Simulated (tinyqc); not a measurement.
Threshold-voltage variability of a planar MOSFET, analytic estimates: one step of the calculation.

Three independent sources add in quadrature: random dopants in the depleted layer, metal-gate grains of two orientations, and roughness of the two gate edges acting through the roll-off VT = VT(long) - Vr exp(-L/l). These are first-order estimates: no three-dimensional electrostatics, no percolation.

Question. Margin in standard deviations for the wanted yield. Cells fail independently with probability Q(k) = erfc(k/sqrt(2))/2 when the margin is k standard deviations, and Y = exp(-Nb Q(k)). phi = exp(-k^2/2)/sqrt(2 pi). Newton steps on ln Q(k) = ln(-ln(Y)/Nb): k(new) = k + [ln Q - ln(-ln(Y)/Nb)] Q/phi.

Values chosen for this exercise:
- Nb = 33554432 (number of cells)
- Y = 0.999 (wanted yield)

k after iteration 1 = 8.3693813

Find: Q(k); phi; k after iteration 2.

Answer.

Q(k) = 2.8961e-17
phi = 2.4575e-16
k after iteration 2 = 6.7378

Program tinyqc, `OMP_NUM_THREADS=1 python tinyqc.py 2090060 2090061 out.jsonl`; Intel Xeon 2.30GHz, shared host, one thread, about 0.01 s.
